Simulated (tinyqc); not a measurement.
Barrier height from two thicknesses.

Question. Through a thick flat barrier T = c exp(-2 kappa t) with a prefactor c that does not depend on t, and kappa = sqrt(m1 phi1/C), C = hbar^2/(2 m0). Find kappa, the decades lost for each nanometre, c and phi1.

Parameters, values chosen for the exercise:
- m1 = 0.26 m0 (tunnelling mass of layer 1)

Constants: q = 1.602176634e-19 C, hbar = 1.054571817e-34 J s, m0 = 9.1093837015e-31 kg, hbar^2/(2 m0) = 0.0380998212 eV nm^2. Results are converted to the units shown.

T at t = 1.3 and 2.4 nm: [5.7723028e-4, 5.8376024e-7]

Solution. The ratio of the two values removes c: kappa = ln(T_a/T_b)/(2 (t_b - t_a)).

kappa = 3.13 1/nm
decades a nanometre = 2.72
c = 2.00
phi1 = 1.44 eV

Numbers from tinyqc (`OMP_NUM_THREADS=1 python tinyqc.py 2540095 2540096 out.jsonl`; about 0.03 s on one thread of a shared Intel Xeon 2.30GHz).
